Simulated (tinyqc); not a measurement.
Worked calculation: power iteration on a symmetric matrix. Computed by tinyqc, a small Python program that keeps every step. Settings: method = power, shift = 0.51. Command: `OMP_NUM_THREADS=1 python tinyqc.py 21231 21232 out.jsonl` (the two numbers bound the seeds that draw the settings). One thread of a shared host (Intel(R) Xeon(R) Processor @ 2.60GHz), about 0.01 s of CPU time with the checks.

## Step 1

A:
$$\begin{pmatrix}
0.089000 & -1.691000 & -0.821000 & -0.112000 \\
-1.691000 & 0.238000 & -0.981000 & 0.909000 \\
-0.821000 & -0.981000 & 0.271000 & -0.378000 \\
-0.112000 & 0.909000 & -0.378000 & 1.344000
\end{pmatrix}$$

vector v at the start: [0.500000, 0.500000, 0.500000, 0.500000]

shift = 0.510000

w = (A - shift) v; v' = w/|w| with its largest component positive (the first on a tie); lambda = v'^T A v'.

vector after step 1: [0.667102, 0.445830, 0.529957, -0.274509]

Rayleigh quotient after step 1 = -1.857116

## Step 2

As before.

vector after step 2: [0.537364, 0.753808, 0.376370, 0.036862]

Rayleigh quotient after step 2 = -2.021932

## Step 3

As before.

vector after step 3: [0.671163, 0.536261, 0.475258, -0.189986]

Rayleigh quotient after step 3 = -2.111183

## Course of the iteration

Stop when the residual |A v - lambda v| is below 1e-9.

Steps:
```
step       lambda  residual
1     -1.85711618  1.25e+00
2     -2.02193225  9.46e-01
3     -2.11118329  7.07e-01
4     -2.16045727  5.25e-01
5     -2.18743597  3.88e-01
6     -2.20210719  2.85e-01
7     -2.21005375  2.10e-01
8     -2.21434849  1.54e-01
9     -2.21666684  1.13e-01
10    -2.21791750  8.32e-02
11    -2.21859195  6.11e-02
12    -2.21895559  4.49e-02
13    -2.21915164  3.29e-02
14    -2.21925733  2.42e-02
15    -2.21931430  1.78e-02
16    -2.21934501  1.30e-02
17    -2.21936157  9.57e-03
18    -2.21937049  7.03e-03
19    -2.21937530  5.16e-03
20    -2.21937790  3.79e-03
21    -2.21937930  2.78e-03
22    -2.21938005  2.04e-03
23    -2.21938046  1.50e-03
24    -2.21938067  1.10e-03
25    -2.21938079  8.08e-04
26    -2.21938086  5.93e-04
27    -2.21938089  4.36e-04
28    -2.21938091  3.20e-04
29    -2.21938092  2.35e-04
30    -2.21938092  1.72e-04
```

all eigenvalues, for comparison: [-2.219381, 0.438366, 1.209093, 2.513922]

Not converged in 30 steps: the residual falls only by the ratio of the two largest distances of eigenvalues from the shift, 0.73 a step.
